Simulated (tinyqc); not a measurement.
Round nanowire with a gate all round, subbands and threshold shift from confinement: one step of the calculation.

Undoped body with a flat potential across it, hard walls, transport along x. Three valley pairs (g = 2 each) with the longitudinal mass along x, y or z. Non-parabolicity enters the subband edges through E (1 + al E) = gamma, so E = 2 gamma/(1 + sqrt(1 + 4 al gamma)); motion within a subband is taken as parabolic with the band-edge mass. Energies are counted from the bulk band edge.

Question. Threshold shift. Each subband has N_k = g sqrt(2 mx m0 kB T/(pi hbar^2)); without degeneracy n = exp(EF/Vt) sum N_k exp(-E_k/Vt). Classical value Nc times pi t^2/4, Nc = sum over valleys of 2 g (m m0 kB T/(2 pi hbar^2))^1.5 with m = (mx my mz)^(1/3). Threshold shift dVT = Vt ln(classical value/sum N_k exp(-E_k/Vt)). Use the subbands listed.

Values chosen for this exercise; masses close to those of silicon: temperature T = 400 K; longitudinal mass ml = 0.914 m0; transverse mass mt = 0.19 m0; diameter t = 8.3 nm.

Constants: q = 1.602176634e-19 C, kB = 1.380649e-23 J/K, hbar = 1.054571817e-34 J s, m0 = 9.1093837015e-31 kg, Vt = kB T/q. Results are converted to the units shown.

| subband | E_k (eV) | N_k (cm^-1) |
|---|---|---|
| y0,1 | 0.037878473 | 4.6782867e6 |
| z0,1 | 0.037878473 | 4.6782867e6 |
| x0,1 | 0.062719066 | 1.0260845e7 |
| y1,1 | 0.096163366 | 9.3565734e6 |
| z1,1 | 0.096163366 | 9.3565734e6 |

Wanted: shares; sum N_k exp(-E_k/Vt); Nc; classical value; dVT.

Answer.

shares, subband y0,1 to z1,1 (%): [26.29, 26.29, 28.04, 9.69, 9.69]
sum N_k exp(-E_k/Vt) = 5.931e6 cm^-1
Nc = 4.211e19 cm^-3
classical value = 2.278e7 cm^-1
dVT = 46.39 mV

Range of the model: For the strongly anisotropic y and z valleys the mean inverse mass serves only for l = 0; pairs with l > 0 really split widely.

Program tinyqc, `OMP_NUM_THREADS=1 python tinyqc.py 2350063 2350064 out.jsonl`; Intel Xeon 2.30GHz, shared host, one thread, about 0.2 s.
